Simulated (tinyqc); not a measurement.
On-chip interconnect, size-dependent resistivity and RC delay: delay against the liner thickness.

A rectangular line between two neighbours and two ground planes. Surface and grain-boundary scattering are added to the bulk resistivity as corrections; capacitances are parallel-plate values without fringing; inductance is ignored.

Metal width x = wd - 2 tl, height y = AR wd - tl; grain boundaries (Mayadas-Shatzkes): al = (lam/(gr x)) Rg/(1 - Rg), g = 1/[1 - 3 al/2 + 3 al^2 - 3 al^3 ln(1 + 1/al)] - 1; surfaces (Fuchs-Sondheimer, thick limit): s = (3/8) lam (1 - ps)(1/x + 1/y); rho = rho0 (1 + g + s); r = rho/(x y); c = eps0 ek (2 wd/hd + 2 Mf AR wd/sp). Elmore delay tE = Rd (c Lw + Cl) + r Lw (c Lw/2 + Cl); t50 is the time at which the far end of a ladder of 30 pi sections (half capacitances at both ends, Cl at the far end, a step applied through Rd) reaches half the step; line share r Lw/(Rd + r Lw); estimate 0.69 Rd (c Lw + Cl) + 0.38 r c Lw^2 + 0.69 r Lw Cl.

Inputs (values chosen for the exercise); metal values close to those of copper: bulk resistivity rho0 = 1.67 uohm cm; bulk mean free path lam = 40.6 nm; specular share of surface scattering ps = 0; reflection coefficient of grain boundaries Rg = 0.25; grain size over the metal width gr = 1; drawn line width wd = 100 nm; aspect ratio, height over width AR = 1.9; space to the neighbouring lines sp = 100 nm; dielectric height to the planes above and below hd = 130 nm; relative permittivity of the dielectric ek = 4.2; Miller factor of the neighbours Mf = 1; line length Lw = 270 um; driver resistance Rd = 1400 ohm; load capacitance Cl = 0.14 fF.

Constants: eps0 = 8.8541878128e-12 F/m. Results are converted to the units shown.

The same in every row: c (fF/um) = 0.1985.

Delay against the liner thickness:
```
tl (nm),rho (uohm cm),r (ohm/um),tE (ps),t50 (ps),estimate (ps),line share of the resistance (%)
0,2.385,1.255,84.37,59.41,58.85,19.49
0.6,2.393,1.279,84.54,59.54,58.98,19.78
1.1,2.399,1.299,84.68,59.66,59.09,20.03
1.7,2.407,1.323,84.86,59.80,59.23,20.33
2.3,2.415,1.348,85.05,59.95,59.37,20.64
2.9,2.423,1.375,85.24,60.10,59.51,20.96
3.4,2.430,1.397,85.40,60.23,59.63,21.23
4,2.438,1.425,85.60,60.39,59.79,21.56
```

What does the comparison show?

As tl goes from 0 to 4, r rises from 1.26 to 1.42 ohm/um, c stays at 0.199 fF/um and t50 rises from 59.4 to 60.4 ps. t50/tE lies between 0.704 and 0.705, and the estimate is within 0.99 % of t50.

Numbers from tinyqc (`OMP_NUM_THREADS=1 python tinyqc.py 2100078 2100079 out.jsonl`; about 0.01 s on one thread of a shared Intel Xeon 2.30GHz).
